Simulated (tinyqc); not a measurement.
Worked calculation: Wannier function of the lower band of a two-orbital chain. Values are carried at full precision from step to step, so a last printed digit may differ when a step is redone from the rounded ones.

H(k) = [[-d/2 - 2 ta cos k, -t1 - t2 exp(-ik)], [-t1 - t2 exp(ik), d/2 - 2 tb cos k]], k in 1/a, Bloch sums with exp(ikR) and without the positions inside the cell. Mesh k_j = 2 pi j/N. Projection gauge: each lower eigenvector u is multiplied by the phase that makes <trial|u> real and positive (the one-band case of Loewdin orthogonalisation). Wannier amplitudes w(R) = (1/N) sum_k exp(ikR) u(k); hoppings H(R) = (1/N) sum_k exp(-ikR) E(k).

Inputs chosen for the exercise: d = -1.04 eV (A at -d/2, B at +d/2); t1 = 1.79 eV (A-B in the cell); t2 = 0.4 eV (B to A of the next cell); ta = -0.15 eV (A-A between cells); tb = 0.01 eV (B-B between cells); N = 4 (k points); th = 45 degrees (trial orbital cos(th) A + sin(th) B in cell 0); xb = 0.4 a (position of B (A at 0)); a = 3.7 angstrom (period); kq = 2.1 1/a (point off the mesh).

## Bloch states in the projection gauge

Diagonalise at each mesh point and fix the phase.

Mesh:
```
j  E lower (eV)  E upper (eV)               u_A               u_B  |<trial|u>|
0       -2.1531        2.4331           0.59307           0.80515       0.9887
1       -1.9064        1.9064  0.59828-0.07534i  0.79417+0.07534i       0.9846
2       -1.5759        1.2959           0.61208           0.79080       0.9920
3       -1.9064        1.9064  0.59828+0.07534i  0.79417-0.07534i       0.9846
```

The projection is smallest at j = 1 and 3 (0.9846); the gauge is smooth as long as it stays away from zero.

## The Wannier function

w(R) = (1/N) sum_j exp(2 pi i j R/N) u_j, for the N cells nearest the origin; it is real.

Amplitudes:
```
R      on A     on B
-1  -0.0424   0.0413
0    0.6004   0.7961
1    0.0329  -0.0341
2    0.0021   0.0019
```

norm = 1.0000

Cell 0 holds 99.4 % of the weight.

## Centre and spread in real space

Point-like orbitals at R (A) and R + xb (B): centre <x>, spread <x^2> - <x>^2.

centre in units of a = 0.253
centre in angstrom = 0.938
spread = 0.589 angstrom^2

## The same from overlaps (Marzari-Vanderbilt)

b = 2 pi/N; M_j = u_j^+ diag(1, exp(-i b xb)) u_(j+1), with u_N = u_0. Centre = -(1/2 pi) sum arg M_j; gauge-invariant part Omega_I = (1/(N b^2)) sum (1 - |M_j|^2); gauge-dependent part Omega_D = (1/(N b^2)) sum (arg M_j + b centre)^2.

Overlaps:
```
j   |M_j|  arg M_j (rad)
0  0.9808        -0.3884
1  0.9177        -0.4165
2  0.9177        -0.4165
3  0.9808        -0.3884
```

centre from overlaps = 0.256 a
Omega_I = 0.0397 a^2
Omega_D = 0.0001 a^2

The centre is the Berry phase over 2 pi and does not depend on the trial orbital (modulo a). Omega_D is 0.2 % of the total; in one dimension a gauge that spreads the phase evenly removes it. The total is 0.0398 a^2, against 0.0435 a^2 (centre 0.253 a) in real space on 96 cells.

## Hoppings and interpolation

H(R) = (1/N) sum_j E_j cos(2 pi j R/N) for R = 0 to N/2. Interpolation: E(k) = H(0) + 2 sum H(R) cos(kR), the term R = N/2 of an even mesh counted once.

H(0), H(1), ... (eV): [-1.8855, -0.1443, 0.0210]

interpolated E(kq) = -1.7500 eV

The exact value is -1.7542 eV; the interpolation is off by +4.1 meV. Though the chain has short hoppings, the single band has longer ones, made by paths through the other orbital, which the tails of the Wannier function carry.

## Checks

- Centre from overlaps against the real-space centre on 200 points: both 0.2533.
- Omega_I + Omega_D against the real-space spread on 200 points: both 0.0435.

Run: tinyqc, `OMP_NUM_THREADS=1 python tinyqc.py 1481339 1481340 out.jsonl`; Intel(R) Xeon(R) Processor @ 2.30GHz, one thread, shared host; about 0.1 s of CPU time with all checks.
